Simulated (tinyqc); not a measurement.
Undoped symmetric double-gate MOSFET, analytic potential model: two steps of the calculation.

An undoped body of thickness ts between two equal insulators and tied gates; long channel, electrons only, n = ni exp((psi - V)/Vt) with V the quasi-Fermi potential (0 at the source, Vd at the drain), constant mobility, no quantisation. Across the body psi(x) = V - 2 Vt ln[(ts/(2 beta)) sqrt(q ni/(2 eps0 eps_r Vt)) cos(2 beta x/ts)], x from the centre. Q is the electron charge per area of the whole body.

Parameters, values chosen for the exercise; material values close to those of silicon:
- T = 250 K (temperature)
- eps_r = 11.6 (relative permittivity of the semiconductor)
- ts = 6 nm (body thickness)
- Vg = 0.21 V (gate voltage)

Constants: q = 1.602176634e-19 C, kB = 1.380649e-23 J/K, Vt = kB T/q, eps0 = 8.8541878128e-14 F/cm where lengths are in cm. Results are converted to the units shown.

Question 1. beta at the source by Newton steps in z = ln(tan beta). With V = 0, t = exp(z), beta = arctan(t): f = ln(beta) + (1/2) ln(1 + t^2) + 2 r beta t - (Vg - V0)/(2 Vt); with c = t/(1 + t^2), df/dz = c/beta + t c + 2 r t (c + beta); z(new) = z - f/(df/dz).

z after iteration 1 = 0.92374910
r = 1.2201964
V0 = 0.35388475 V

Give: beta; f; df/dz; z after iteration 2.

Answer 1.

beta = 1.193
f = 11.84
df/dz = 10.59
z after iteration 2 = -0.1946

Question 2. Potential and electron density across the body at the source. psi(x) as above with V = 0 and beta = beta_s; n = ni exp(psi/Vt).

```
point,x/ts
0,0
1,0.1
2,0.2
3,0.3
4,0.4
5,0.45
6,0.5
```

beta_s = 0.035327361
ni = 1.3413313e8 cm^-3

Find: psi; n.

Answer 2.

```
point,psi (V),n (cm^-3)
0,0.3698,3.830e15
1,0.3698,3.830e15
2,0.3698,3.831e15
3,0.3699,3.832e15
4,0.3699,3.833e15
5,0.3699,3.834e15
6,0.3699,3.835e15
```

The density at the surface is 1.00 times that at the centre (1/cos^2 beta).

tinyqc, about 0.01 s, one thread, Intel Xeon 2.30GHz (shared host): `OMP_NUM_THREADS=1 python tinyqc.py 2440036 2440037 out.jsonl`
